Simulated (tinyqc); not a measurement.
RHF in the sto-6g basis, for BeH+, spin multiplicity 1, step by step. Computed by tinyqc, a small Python program that keeps every step (integrals from PySCF). Settings: charge = 1, multiplicity = 1, basis = sto-6g, energy threshold = 1e-09, iteration cap = 58, orthogonalisation = symmetric, start = atomic densities, DIIS depth = 0, method = RHF. Command: `OMP_NUM_THREADS=1 python tinyqc.py 26709 26710 out.jsonl` (the two numbers bound the seeds that draw the settings). One thread of a shared host (Intel(R) Xeon(R) Processor @ 2.60GHz), about 0.09 s of CPU time with the checks. Later iterations appear only in the table of the cycle.

## One-electron integrals

Geometry (angstrom):

| atom | x | y | z |
|---|---|---|---|
| Be | 0.0000 | 0.0000 | 0.0000 |
| H | 0.0000 | 0.0000 | 1.6350 |

Basis sto-6g: exponents (1/bohr^2) and contraction coefficients of normalised primitives:

| element | l (shell) | exponent | coefficient |
|---|---|---|---|
| Be | s (1) | 312.8705 | 0.0092 |
| Be | s (1) | 57.3645 | 0.0494 |
| Be | s (1) | 16.0485 | 0.1685 |
| Be | s (1) | 5.5131 | 0.3706 |
| Be | s (1) | 2.1409 | 0.4165 |
| Be | s (1) | 0.8817 | 0.1303 |
| Be | s (2) | 13.6332 | -0.0133 |
| Be | s (2) | 2.6984 | -0.0470 |
| Be | s (2) | 0.8387 | -0.0338 |
| Be | s (2) | 0.3227 | 0.2502 |
| Be | s (2) | 0.1401 | 0.5951 |
| Be | s (2) | 0.0642 | 0.2407 |
| Be | p (3) | 13.6332 | 0.0038 |
| Be | p (3) | 2.6984 | 0.0377 |
| Be | p (3) | 0.8387 | 0.1739 |
| Be | p (3) | 0.3227 | 0.4180 |
| Be | p (3) | 0.1401 | 0.4259 |
| Be | p (3) | 0.0642 | 0.1017 |
| H | s (1) | 35.5232 | 0.0092 |
| H | s (1) | 6.5131 | 0.0494 |
| H | s (1) | 1.8221 | 0.1685 |
| H | s (1) | 0.6260 | 0.3706 |
| H | s (1) | 0.2431 | 0.4165 |
| H | s (1) | 0.1001 | 0.1303 |

Overlap, kinetic and nuclear-attraction integrals over the contracted functions; the nuclear repulsion is the sum of Za Zb / Rab.

nuclear repulsion = 1.294623 hartree

overlap S:
```
         1Be 1s  1Be 2s  1Be 2px  1Be 2py  1Be 2pz   2H 1s
1Be 1s   1.0000  0.2548   0.0000   0.0000   0.0000  0.0373
1Be 2s   0.2548  1.0000   0.0000   0.0000   0.0000  0.3484
1Be 2px  0.0000  0.0000   1.0000   0.0000   0.0000  0.0000
1Be 2py  0.0000  0.0000   0.0000   1.0000   0.0000  0.0000
1Be 2pz  0.0000  0.0000   0.0000   0.0000   1.0000  0.4316
2H 1s    0.0373  0.3484   0.0000   0.0000   0.4316  1.0000
```

kinetic energy T (hartree):
```
          1Be 1s   1Be 2s  1Be 2px  1Be 2py  1Be 2pz    2H 1s
1Be 1s    6.7688  -0.2074   0.0000   0.0000   0.0000  -0.0114
1Be 2s   -0.2074   0.2201   0.0000   0.0000   0.0000   0.0318
1Be 2px   0.0000   0.0000   0.6613   0.0000   0.0000   0.0000
1Be 2py   0.0000   0.0000   0.0000   0.6613   0.0000   0.0000
1Be 2pz   0.0000   0.0000   0.0000   0.0000   0.6613   0.1095
2H 1s    -0.0114   0.0318   0.0000   0.0000   0.1095   0.7685
```

nuclear attraction V (hartree):
```
           1Be 1s   1Be 2s  1Be 2px  1Be 2py  1Be 2pz    2H 1s
1Be 1s   -15.0384  -1.7332   0.0000   0.0000  -0.0127  -0.2768
1Be 2s    -1.7332  -2.6147   0.0000   0.0000  -0.1152  -0.8531
1Be 2px    0.0000   0.0000  -2.5864   0.0000   0.0000   0.0000
1Be 2py    0.0000   0.0000   0.0000  -2.5864   0.0000   0.0000
1Be 2pz   -0.0127  -0.1152   0.0000   0.0000  -2.6710  -1.0426
2H 1s     -0.2768  -0.8531   0.0000   0.0000  -1.0426  -2.5312
```

core Hamiltonian H = T + V (hartree):
```
          1Be 1s   1Be 2s  1Be 2px  1Be 2py  1Be 2pz    2H 1s
1Be 1s   -8.2697  -1.9406   0.0000   0.0000  -0.0127  -0.2882
1Be 2s   -1.9406  -2.3946   0.0000   0.0000  -0.1152  -0.8214
1Be 2px   0.0000   0.0000  -1.9252   0.0000   0.0000   0.0000
1Be 2py   0.0000   0.0000   0.0000  -1.9252   0.0000   0.0000
1Be 2pz  -0.0127  -0.1152   0.0000   0.0000  -2.0098  -0.9331
2H 1s    -0.2882  -0.8214   0.0000   0.0000  -0.9331  -1.7627
```

## Two-electron integrals

Functions are numbered as in S; the eight-fold symmetry (ij|kl) = (ji|kl) = (kl|ij) leaves the list below.

Two-electron integrals (ij|kl) in chemists' order, unique and non-zero (hartree):
```
(11|11) 2.3000   (21|11) 0.3619   (21|21) 0.0719   (22|11) 0.5703
(22|21) 0.1397   (22|22) 0.4178   (31|31) 0.0153   (32|31) 0.0226
(32|32) 0.0923   (33|11) 0.5703   (33|21) 0.1397   (33|22) 0.4178
(33|33) 0.4501   (41|41) 0.0153   (42|41) 0.0226   (42|42) 0.0923
(43|43) 0.0243   (44|11) 0.5703   (44|21) 0.1397   (44|22) 0.4178
(44|33) 0.4016   (44|44) 0.4501   (51|51) 0.0153   (52|51) 0.0226
(52|52) 0.0923   (53|53) 0.0243   (54|54) 0.0243   (55|11) 0.5703
(55|21) 0.1397   (55|22) 0.4178   (55|33) 0.4016   (55|44) 0.4016
(55|55) 0.4501   (61|11) 0.0541   (61|21) 0.0105   (61|22) 0.0203
(61|33) 0.0201   (61|44) 0.0201   (61|51) 0.0010   (61|52) 0.0020
(61|55) 0.0206   (61|61) 0.0016   (62|11) 0.1521   (62|21) 0.0380
(62|22) 0.1264   (62|33) 0.1214   (62|44) 0.1214   (62|51) 0.0052
(62|52) 0.0327   (62|55) 0.1364   (62|61) 0.0061   (62|62) 0.0608
(63|31) 0.0034   (63|32) 0.0160   (63|53) 0.0054   (63|63) 0.0050
(64|41) 0.0034   (64|42) 0.0160   (64|54) 0.0054   (64|64) 0.0050
(65|11) 0.1715   (65|21) 0.0433   (65|22) 0.1502   (65|33) 0.1414
(65|44) 0.1414   (65|51) 0.0084   (65|52) 0.0508   (65|55) 0.1678
(65|61) 0.0073   (65|62) 0.0817   (65|65) 0.1125   (66|11) 0.3228
(66|21) 0.0821   (66|22) 0.3062   (66|33) 0.2848   (66|44) 0.2848
(66|51) 0.0123   (66|52) 0.1017   (66|55) 0.3490   (66|61) 0.0136
(66|62) 0.1934   (66|65) 0.2744   (66|66) 0.7750
```

## Orthogonalisation

S = U s U^T; symmetric (Loewdin) form X = U s^(-1/2) U^T, so that X^T S X = 1.

eigenvalues of S: 0.4298  0.7995  1.0000  1.0000  1.1786  1.5921

X:
```
          1Be 1s   1Be 2s  1Be 2px  1Be 2py  1Be 2pz    2H 1s
1Be 1s    1.0265  -0.1400   0.0000   0.0000  -0.0085   0.0212
1Be 2s   -0.1400   1.0882   0.0000   0.0000   0.0756  -0.2241
1Be 2px   0.0000   0.0000   1.0000   0.0000   0.0000   0.0000
1Be 2py   0.0000   0.0000   0.0000   1.0000   0.0000   0.0000
1Be 2pz  -0.0085   0.0756   0.0000   0.0000   1.0912  -0.2714
2H 1s     0.0212  -0.2241   0.0000   0.0000  -0.2714   1.1514
```

## Starting guess

The start is atomic minimal-basis densities projected into this basis (PySCF's MINAO start) and scaled to the electron count of each spin; this density is not idempotent, so its energy is not variational and may lie below the converged one.

D at the start:
```
          1Be 1s   1Be 2s  1Be 2px  1Be 2py  1Be 2pz    2H 1s
1Be 1s    1.7213  -0.4161   0.0000   0.0000   0.0095  -0.0269
1Be 2s   -0.4161   1.6500   0.0000   0.0000  -0.0246   0.1160
1Be 2px   0.0000   0.0000   0.0000   0.0000   0.0000   0.0000
1Be 2py   0.0000   0.0000   0.0000   0.0000   0.0000   0.0000
1Be 2pz   0.0095  -0.0246   0.0000   0.0000   0.0015   0.0274
2H 1s    -0.0269   0.1160   0.0000   0.0000   0.0274   0.7368
```

## Iteration 1: building the Fock matrix

J_ij = sum D_kl (ij|kl), K_ij = sum D_kl (ik|jl); F = H + J - 0.5 K; E = tr D H + tr D J / 2 - 0.25 tr D K + E_nn.

Coulomb J (hartree):
```
         1Be 1s  1Be 2s  1Be 2px  1Be 2py  1Be 2pz   2H 1s
1Be 1s   4.8793  0.8648   0.0000   0.0000   0.0099  0.1296
1Be 2s   0.8648  1.8175   0.0000   0.0000   0.0811  0.5983
1Be 2px  0.0000  0.0000   1.8001   0.0000   0.0000  0.0000
1Be 2py  0.0000  0.0000   0.0000   1.8001   0.0000  0.0000
1Be 2pz  0.0099  0.0811   0.0000   0.0000   1.8524  0.7317
2H 1s    0.1296  0.5983   0.0000   0.0000   0.7317  1.6184
```

exchange K (hartree):
```
         1Be 1s  1Be 2s  1Be 2px  1Be 2py  1Be 2pz   2H 1s
1Be 1s   3.7773  0.5932   0.0000   0.0000   0.0084  0.1006
1Be 2s   0.5932  0.7709   0.0000   0.0000   0.0742  0.3861
1Be 2px  0.0000  0.0000   0.1674   0.0000   0.0000  0.0000
1Be 2py  0.0000  0.0000   0.0000   0.1674   0.0000  0.0000
1Be 2pz  0.0084  0.0742   0.0000   0.0000   0.2639  0.2842
2H 1s    0.1006  0.3861   0.0000   0.0000   0.2842  0.7244
```

Fock matrix F (hartree):
```
          1Be 1s   1Be 2s  1Be 2px  1Be 2py  1Be 2pz    2H 1s
1Be 1s   -5.2790  -1.3724   0.0000   0.0000  -0.0071  -0.2089
1Be 2s   -1.3724  -0.9626   0.0000   0.0000  -0.0712  -0.4161
1Be 2px   0.0000   0.0000  -0.2088   0.0000   0.0000   0.0000
1Be 2py   0.0000   0.0000   0.0000  -0.2088   0.0000   0.0000
1Be 2pz  -0.0071  -0.0712   0.0000   0.0000  -0.2894  -0.3434
2H 1s    -0.2089  -0.4161   0.0000   0.0000  -0.3434  -0.5065
```

total energy of this density = -12.755595 hartree

This density is the starting one; it is not idempotent, so its energy is not variational and may lie below the converged one.

## Iteration 1: diagonalisation and new density

Diagonalise F' = X^T F X, C = X C', fill 2 alpha and 2 beta electrons from the bottom; D = 2 C_occ C_occ^T. Each column has its largest component positive (the first on a tie).

F' = X^T F X (hartree):
```
         1        2        3        4        5        6
1  -5.1938  -0.6267   0.0000   0.0000  -0.0099  -0.0115
2  -0.6267  -0.6625   0.0000   0.0000   0.0158  -0.2240
3   0.0000   0.0000  -0.2088   0.0000   0.0000   0.0000
4   0.0000   0.0000   0.0000  -0.2088   0.0000   0.0000
5  -0.0099   0.0158   0.0000   0.0000  -0.1781  -0.2399
6  -0.0115  -0.2240   0.0000   0.0000  -0.2399  -0.3199
```

orbital energies (hartree): MO1 -5.2792, MO2 -0.7275, MO3 -0.3863, MO4 -0.2088, MO5 -0.2088, MO6 0.0388

coefficients C:
```
            MO1      MO2      MO3     MO4      MO5      MO6
1Be 1s   0.9984  -0.2165  -0.1518  0.0000   0.0000   0.0847
1Be 2s   0.0064   0.7668   0.6704  0.0000   0.0000  -0.4715
1Be 2px  0.0000   0.0000   0.0000  0.7763  -0.6303   0.0000
1Be 2py  0.0000   0.0000   0.0000  0.6303   0.7763   0.0000
1Be 2pz  0.0015   0.1485  -0.5252  0.0000   0.0000  -0.9860
2H 1s    0.0000   0.4063  -0.5522  0.0000   0.0000   0.9900
```

D after iteration 1:
```
          1Be 1s   1Be 2s  1Be 2px  1Be 2py  1Be 2pz    2H 1s
1Be 1s    2.0871  -0.3192   0.0000   0.0000  -0.0613  -0.1759
1Be 2s   -0.3192   1.1762   0.0000   0.0000   0.2278   0.6231
1Be 2px   0.0000   0.0000   0.0000   0.0000   0.0000   0.0000
1Be 2py   0.0000   0.0000   0.0000   0.0000   0.0000   0.0000
1Be 2pz  -0.0613   0.2278   0.0000   0.0000   0.0441   0.1207
2H 1s    -0.1759   0.6231   0.0000   0.0000   0.1207   0.3301
```

Within a degenerate level the vectors are fixed only up to a rotation; this is one choice.

## Iteration 2: building the Fock matrix

As before.

Coulomb J (hartree):
```
         1Be 1s  1Be 2s  1Be 2px  1Be 2py  1Be 2pz   2H 1s
1Be 1s   5.5838  0.9610   0.0000   0.0000   0.0207  0.1451
1Be 2s   0.9610  1.8987   0.0000   0.0000   0.1252  0.6194
1Be 2px  0.0000  0.0000   1.8827   0.0000   0.0000  0.0000
1Be 2py  0.0000  0.0000   0.0000   1.8827   0.0000  0.0000
1Be 2pz  0.0207  0.1252   0.0000   0.0000   1.9309  0.7534
2H 1s    0.1451  0.6194   0.0000   0.0000   0.7534  1.5999
```

exchange K (hartree):
```
         1Be 1s  1Be 2s  1Be 2px  1Be 2py  1Be 2pz   2H 1s
1Be 1s   4.6494  0.7261   0.0000   0.0000   0.0049  0.1112
1Be 2s   0.7261  0.7286   0.0000   0.0000   0.2613  0.4922
1Be 2px  0.0000  0.0000   0.1488   0.0000   0.0000  0.0000
1Be 2py  0.0000  0.0000   0.0000   0.1488   0.0000  0.0000
1Be 2pz  0.0049  0.2613   0.0000   0.0000   0.2839  0.3437
2H 1s    0.1112  0.4922   0.0000   0.0000   0.3437  0.6705
```

Fock matrix F (hartree):
```
          1Be 1s   1Be 2s  1Be 2px  1Be 2py  1Be 2pz    2H 1s
1Be 1s   -5.0106  -1.3427   0.0000   0.0000   0.0055  -0.1987
1Be 2s   -1.3427  -0.8602   0.0000   0.0000  -0.1207  -0.4480
1Be 2px   0.0000   0.0000  -0.1169   0.0000   0.0000   0.0000
1Be 2py   0.0000   0.0000   0.0000  -0.1169   0.0000   0.0000
1Be 2pz   0.0055  -0.1207   0.0000   0.0000  -0.2208  -0.3515
2H 1s    -0.1987  -0.4480   0.0000   0.0000  -0.3515  -0.4981
```

total energy of this density = -14.766172 hartree

## Iteration 2: diagonalisation and new density

As before.

F' = X^T F X (hartree):
```
         1        2        3        4        5        6
1  -4.9172  -0.6493   0.0000   0.0000   0.0056   0.0030
2  -0.6493  -0.5361   0.0000   0.0000  -0.0182  -0.2804
3   0.0000   0.0000  -0.1169   0.0000   0.0000   0.0000
4   0.0000   0.0000   0.0000  -0.1169   0.0000   0.0000
5   0.0056  -0.0182   0.0000   0.0000  -0.0975  -0.2668
6   0.0030  -0.2804   0.0000   0.0000  -0.2668  -0.2827
```

orbital energies (hartree): MO1 -5.0117, MO2 -0.7077, MO3 -0.2503, MO4 -0.1169, MO5 -0.1169, MO6 0.1362

coefficients C:
```
             MO1      MO2      MO3     MO4      MO5      MO6
1Be 1s    0.9958  -0.1940  -0.1880  0.0000   0.0000   0.0963
1Be 2s    0.0165   0.6441   0.7637  0.0000   0.0000  -0.5114
1Be 2px   0.0000   0.0000   0.0000  0.9744  -0.2249   0.0000
1Be 2py   0.0000   0.0000   0.0000  0.2249   0.9744   0.0000
1Be 2pz   0.0001   0.2097  -0.5307  0.0000   0.0000  -0.9718
2H 1s    -0.0022   0.5059  -0.4469  0.0000   0.0000   0.9972
```

D after iteration 2:
```
          1Be 1s   1Be 2s  1Be 2px  1Be 2py  1Be 2pz    2H 1s
1Be 1s    2.0583  -0.2170   0.0000   0.0000  -0.0812  -0.2007
1Be 2s   -0.2170   0.8301   0.0000   0.0000   0.2702   0.6516
1Be 2px   0.0000   0.0000   0.0000   0.0000   0.0000   0.0000
1Be 2py   0.0000   0.0000   0.0000   0.0000   0.0000   0.0000
1Be 2pz  -0.0812   0.2702   0.0000   0.0000   0.0880   0.2122
2H 1s    -0.2007   0.6516   0.0000   0.0000   0.2122   0.5119
```

Within a degenerate level the vectors are fixed only up to a rotation; this is one choice.

## Iteration 3: building the Fock matrix

As before.

Coulomb J (hartree):
```
         1Be 1s  1Be 2s  1Be 2px  1Be 2py  1Be 2pz   2H 1s
1Be 1s   5.5153  0.9475   0.0000   0.0000   0.0260  0.1438
1Be 2s   0.9475  1.8740   0.0000   0.0000   0.1617  0.6409
1Be 2px  0.0000  0.0000   1.8515   0.0000   0.0000  0.0000
1Be 2py  0.0000  0.0000   0.0000   1.8515   0.0000  0.0000
1Be 2pz  0.0260  0.1617   0.0000   0.0000   1.9191  0.7914
2H 1s    0.1438  0.6409   0.0000   0.0000   0.7914  1.7264
```

exchange K (hartree):
```
         1Be 1s  1Be 2s  1Be 2px  1Be 2py  1Be 2pz   2H 1s
1Be 1s   4.6314  0.7334   0.0000   0.0000   0.0011  0.1109
1Be 2s   0.7334  0.6369   0.0000   0.0000   0.3157  0.5234
1Be 2px  0.0000  0.0000   0.1247   0.0000   0.0000  0.0000
1Be 2py  0.0000  0.0000   0.0000   0.1247   0.0000  0.0000
1Be 2pz  0.0011  0.3157   0.0000   0.0000   0.3295  0.4447
2H 1s    0.1109  0.5234   0.0000   0.0000   0.4447  0.8638
```

Fock matrix F (hartree):
```
          1Be 1s   1Be 2s  1Be 2px  1Be 2py  1Be 2pz    2H 1s
1Be 1s   -5.0701  -1.3597   0.0000   0.0000   0.0127  -0.1999
1Be 2s   -1.3597  -0.8391   0.0000   0.0000  -0.1114  -0.4422
1Be 2px   0.0000   0.0000  -0.1361   0.0000   0.0000   0.0000
1Be 2py   0.0000   0.0000   0.0000  -0.1361   0.0000   0.0000
1Be 2pz   0.0127  -0.1114   0.0000   0.0000  -0.2554  -0.3640
2H 1s    -0.1999  -0.4422   0.0000   0.0000  -0.3640  -0.4682
```

total energy of this density = -14.792829 hartree

## Iteration 3: diagonalisation and new density

As before.

F' = X^T F X (hartree):
```
         1        2        3        4        5        6
1  -4.9747  -0.6626   0.0000   0.0000   0.0116   0.0032
2  -0.6626  -0.5069   0.0000   0.0000  -0.0058  -0.2899
3   0.0000   0.0000  -0.1361   0.0000   0.0000   0.0000
4   0.0000   0.0000   0.0000  -0.1361   0.0000   0.0000
5   0.0116  -0.0058   0.0000   0.0000  -0.1277  -0.2842
6   0.0032  -0.2899   0.0000   0.0000  -0.2842  -0.2388
```

orbital energies (hartree): MO1 -5.0712, MO2 -0.6882, MO3 -0.2579, MO4 -0.1361, MO5 -0.1361, MO6 0.1692

coefficients C:
```
             MO1      MO2      MO3     MO4      MO5      MO6
1Be 1s    0.9957  -0.1888  -0.1867  0.0000   0.0000   0.1085
1Be 2s    0.0165   0.6274   0.7384  0.0000   0.0000  -0.5663
1Be 2px   0.0000   0.0000   0.0000  0.9330  -0.3598   0.0000
1Be 2py   0.0000   0.0000   0.0000  0.3598   0.9330   0.0000
1Be 2pz  -0.0015   0.2448  -0.6053  0.0000   0.0000  -0.9186
2H 1s    -0.0018   0.5025  -0.3410  0.0000   0.0000   1.0399
```

D after iteration 3:
```
          1Be 1s   1Be 2s  1Be 2px  1Be 2py  1Be 2pz    2H 1s
1Be 1s    2.0544  -0.2041   0.0000   0.0000  -0.0955  -0.1934
1Be 2s   -0.2041   0.7877   0.0000   0.0000   0.3071   0.6304
1Be 2px   0.0000   0.0000   0.0000   0.0000   0.0000   0.0000
1Be 2py   0.0000   0.0000   0.0000   0.0000   0.0000   0.0000
1Be 2pz  -0.0955   0.3071   0.0000   0.0000   0.1198   0.2460
2H 1s    -0.1934   0.6304   0.0000   0.0000   0.2460   0.5050
```

Within a degenerate level the vectors are fixed only up to a rotation; this is one choice.

## Iteration 15 (converged): orbitals

converged F (hartree):
```
          1Be 1s   1Be 2s  1Be 2px  1Be 2py  1Be 2pz    2H 1s
1Be 1s   -5.0722  -1.3617   0.0000   0.0000   0.0163  -0.2005
1Be 2s   -1.3617  -0.8251   0.0000   0.0000  -0.1146  -0.4363
1Be 2px   0.0000   0.0000  -0.1349   0.0000   0.0000   0.0000
1Be 2py   0.0000   0.0000   0.0000  -0.1349   0.0000   0.0000
1Be 2pz   0.0163  -0.1146   0.0000   0.0000  -0.2715  -0.3735
2H 1s    -0.2005  -0.4363   0.0000   0.0000  -0.3735  -0.4587
```

As before.

F' = X^T F X (hartree):
```
         1        2        3        4        5        6
1  -4.9762  -0.6659   0.0000   0.0000   0.0161   0.0015
2  -0.6659  -0.4926   0.0000   0.0000  -0.0091  -0.2880
3   0.0000   0.0000  -0.1349   0.0000   0.0000   0.0000
4   0.0000   0.0000   0.0000  -0.1349   0.0000   0.0000
5   0.0161  -0.0091   0.0000   0.0000  -0.1414  -0.2935
6   0.0015  -0.2880   0.0000   0.0000  -0.2935  -0.2242
```

orbital energies (hartree): MO1 -5.0734, MO2 -0.6812, MO3 -0.2577, MO4 -0.1349, MO5 -0.1349, MO6 0.1779

coefficients C:
```
             MO1      MO2      MO3     MO4      MO5      MO6
1Be 1s    0.9957  -0.1843  -0.1911  0.0000   0.0000   0.1091
1Be 2s    0.0166   0.6111   0.7473  0.0000   0.0000  -0.5724
1Be 2px   0.0000   0.0000   0.0000  0.9348  -0.3553   0.0000
1Be 2py   0.0000   0.0000   0.0000  0.3553   0.9348   0.0000
1Be 2pz  -0.0024   0.2751  -0.6139  0.0000   0.0000  -0.9041
2H 1s    -0.0014   0.4998  -0.3060  0.0000   0.0000   1.0520
```

D after iteration 15:
```
          1Be 1s   1Be 2s  1Be 2px  1Be 2py  1Be 2pz    2H 1s
1Be 1s    2.0507  -0.1922   0.0000   0.0000  -0.1063  -0.1870
1Be 2s   -0.1922   0.7473   0.0000   0.0000   0.3361   0.6107
1Be 2px   0.0000   0.0000   0.0000   0.0000   0.0000   0.0000
1Be 2py   0.0000   0.0000   0.0000   0.0000   0.0000   0.0000
1Be 2pz  -0.1063   0.3361   0.0000   0.0000   0.1514   0.2750
2H 1s    -0.1870   0.6107   0.0000   0.0000   0.2750   0.4996
```

Within a degenerate level the vectors are fixed only up to a rotation; this is one choice.

## Convergence

Stop when the energy changes by less than 1e-09 hartree and every element of the error matrix X^T (F D S - S D F) X is below 9e-06.

Course of the cycle:

| iteration | E (hartree) | change | largest element of the error matrix |
|---|---|---|---|
| 1 | -12.755595 | - | 1.65e-01 |
| 2 | -14.766172 | -2.01e+00 | 1.18e-01 |
| 3 | -14.792829 | -2.67e-02 | 2.69e-02 |
| 4 | -14.794924 | -2.09e-03 | 1.23e-02 |
| 5 | -14.795361 | -4.38e-04 | 5.83e-03 |
| 6 | -14.795460 | -9.90e-05 | 2.82e-03 |
| 7 | -14.795484 | -2.33e-05 | 1.38e-03 |
| 8 | -14.795489 | -5.57e-06 | 6.76e-04 |
| 9 | -14.795491 | -1.35e-06 | 3.33e-04 |
| 10 | -14.795491 | -3.26e-07 | 1.64e-04 |
| 11 | -14.795491 | -7.93e-08 | 8.09e-05 |
| 12 | -14.795491 | -1.93e-08 | 3.99e-05 |
| 13 | -14.795491 | -4.70e-09 | 1.97e-05 |
| 14 | -14.795491 | -1.14e-09 | 9.72e-06 |
| 15 | -14.795491 | -2.79e-10 | 4.79e-06 |

PySCF RHF in the same basis = -14.795491 hartree

Converged in 15 iterations.

## Populations, bond orders and dipole

Mulliken: Z minus the diagonal of D S on the atom; Loewdin: the same with S^(1/2) D S^(1/2); Mayer order: 2 sum_s sum (D(s) S)_ij (D(s) S)_ji over the two atoms.

Charges (e):

| atom | Mulliken | Loewdin |
|---|---|---|
| 1Be | 0.8240 | 0.8463 |
| 2H | 0.1760 | 0.1537 |

Mayer bond orders:

| pair | order |
|---|---|
| 2-1 | 0.9690 |

dipole moment about the origin, x y z (debye): 0.0000  0.0000  -1.8934
